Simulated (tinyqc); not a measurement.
What each parameter does: hole subbands of a hard-walled well, four-band Luttinger model.

Hole energies are counted downwards from the unstrained band edge, c = hbar^2/2m0. After the usual block transformation one block is H = [[P + Q - Zs, R - i S], [R + i S, P - Q + Zs]] in (heavy, light), with P +/- Q = c [(g1 +/- g2) k^2 + (g1 -/+ 2 g2) kz^2], R = sqrt(3) c gR k^2, S = 2 sqrt(3) c g3 k kz, kz = -i d/dz; axial approximation gR = (g2 + g3)/2. Zs = b (e_par - e_perp) is the shear part of the strain (the hydrostatic part shifts all levels alike and is left out). Basis sqrt(2/L) sin(n pi z/L), n = 1 to N, for each component: kz^2 gives (n pi/L)^2 and the heavy-light block is R delta_nm - 2 sqrt(3) c g3 k D_nm with D_nm = 4 n m/(L (n^2 - m^2)) for n + m odd, 0 otherwise. The other block has the same levels. The split-off band is left out, a severe simplification for a spin-orbit splitting near 0.04 eV.

Constants: hbar^2/2m0 = 3.80998211 eV angstrom^2.

Values chosen for the exercise (near those of Si; the results hold for these values, not for the real material):
- g1 = 4.29 (Luttinger gamma1)
- g2 = 0.34 (gamma2)
- g3 = 1.45 (gamma3)
- L = 165 angstrom (well width along [001])
- Zs = 0 eV (shear strain energy)
- k = 0.0139 1/angstrom (wave vector in the plane)

N = 20; the three lowest hole energies at the given k and the heavy weight of the lowest.

Results for these values:
```
case  E1 (meV)  E2 (meV)  E3 (meV)  heavy weight
base      6.84      9.03     22.98         0.700
```

What happens to each result for Zs = -0.01 eV, all else kept?

Answer: E1 falls from 6.84 to -0.89; E2 rises from 9.03 to 14.33; E3 falls from 22.98 to 22.66; heavy weight falls from 0.700 to 0.020.

The same for each parameter in turn:
```
case                   E1 (meV)  E2 (meV)  E3 (meV)  heavy weight
base                       6.84      9.03     22.98         0.700
g1 = 4.63                  7.62      9.88     25.07         0.707
g2 = 0.31                  6.88      9.01     23.21         0.688
g3 = 1.33                  7.05      9.19     23.04         0.720
L = 155 angstrom           7.56      9.89     25.66         0.736
Zs = -0.01 eV             -0.89     14.33     22.66         0.020
k = 0.0181 1/angstrom      7.76     10.87     24.88         0.570
```

(tinyqc, `OMP_NUM_THREADS=1 python tinyqc.py 1280432 1280433 out.jsonl`, Intel(R) Xeon(R) Processor @ 2.30GHz, 1 thread, shared host, about 0.1 s.)
